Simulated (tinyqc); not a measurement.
# MOSFET in the linear regime without short-channel effects, parameter extraction from computed curves, step by step

Numbers from tinyqc (`OMP_NUM_THREADS=1 python tinyqc.py 2210169 2210170 out.jsonl`; about 0.01 s on one thread of a shared Intel Xeon 2.30GHz). Printed values are rounded.

Inversion charge Q = Cox n Vt W0(exp((Vg - VT)/(n Vt))), W0 the Lambert function and n = nf; u = Q/Cox; mobility mu = mu0/(1 + th1 u + th2 u^2); channel resistance Rch = (L - dL)/(W mu Q); Id = Vd/(Rch + Rsd/W). Cox = eps0 eox/tox. Small Vd, no channel-length or drain effects.

Inputs (values chosen for the exercise); channel values of the order met in silicon transistors:
- T = 300 K (temperature)
- eox = 7.65 (relative permittivity of the gate insulator (close to silicon nitride))
- tox = 3.5 nm (insulator thickness)
- mu0 = 210 cm^2/(V s) (low-field mobility)
- th1 = 0.66 1/V (first mobility attenuation factor)
- th2 = 0 1/V^2 (second mobility attenuation factor)
- VT = 0.25 V (threshold voltage)
- nf = 1.08 (body factor)
- W = 0.5 um (gate width)
- L = 0.18 um (drawn gate length)
- dL = 0.011 um (drawn less effective length)
- Rsd = 120 ohm um (source plus drain resistance)
- Vd = 0.01 V (drain voltage)

Constants: q = 1.602176634e-19 C, kB = 1.380649e-23 J/K, Vt = kB T/q, eps0 = 8.8541878128e-14 F/cm where lengths are in cm. Results are converted to the units shown.

## Transfer curve

Vg, point 0 to 11 (V): 0.01  0.13  0.25  0.37  0.49  0.61  0.73  0.85  0.97  1.09  1.21  1.33

u, mu, Rch and Id as defined.

```
point       u (V)  mu (cm^2/(V s))  Rch (ohm)     Id (uA)
0      5.16022e-6          209.999  1.61171e8  6.20456e-5
1      3.74548e-4          209.948  2.22103e6  0.00450192
2       0.0158347          207.828    53071.3    0.187577
3       0.0879605          198.478    10004.0    0.976178
4        0.186915          186.939    4998.40     1.90898
5        0.294246          175.850    3375.38     2.76596
6        0.405305          165.680    2600.89     3.52003
7        0.518432          156.464    2153.12     4.17864
8        0.632864          148.128    1863.06     4.75498
9        0.748190          140.581    1660.49     5.26179
10       0.864166          133.728    1511.31     5.71000
11       0.980636          127.488    1397.01     6.10871
```

## Threshold and mobility at the peak transconductance

gm_i = (Id_(i+1) - Id_(i-1))/(Vg_(i+1) - Vg_(i-1)); at the point j of largest gm the tangent meets the axis at V_ext = Vg_j - Id_j/gm_j; field-effect mobility gm_j L/(W Cox Vd) with the drawn L.

gm, point 1 to 10 (uS): 0.781314  4.04865  7.17251  7.45744  6.71270  5.88615  5.14564  4.51313  3.97926  3.52882
j = 4
V_ext = 0.234017 V
field-effect mobility = 138.723 cm^2/(V s)

V_ext is 16 mV below the model VT, and the mobility so found is 38 % below mu0 L/(L - dL) = 224 cm^2/(V s), the value for the drawn L; attenuation, series resistance and the slow approach of Q to a straight line all lower the peak gm.

## The Y function

Y_i = Id_i/sqrt(gm_i). For Id = beta Vd x/(1 + th x), x = Vg - VT, Y = sqrt(beta Vd) x whatever th. Slope s from points 7 and 10; VT_Y = Vg - Y/s at point 10; beta = s^2/Vd; mobility beta L/(W Cox) with the drawn L; th* = (beta Vd x/Id - 1)/x at point 10.

Y, point 1 to 10 (uA^0.5 V^0.5): 0.00509313  0.0932235  0.364496  0.699047  1.06757  1.45088  1.84211  2.23826  2.63774  3.03964
s = 3.32647 uA^0.5 V^-0.5
VT_Y = 0.296227 V
beta = 1106.54 uA/V^2
mobility from Y = 205.838 cm^2/(V s)
th* = 0.843530 1/V

The mobility from Y is 8.0 % below mu0 L/(L - dL) = 224 cm^2/(V s), which it should reach in deep inversion when th2 = 0. th* compares with th1 + mu0 Cox Rsd/(L - dL) = 0.949 1/V, since series resistance enters like th1.
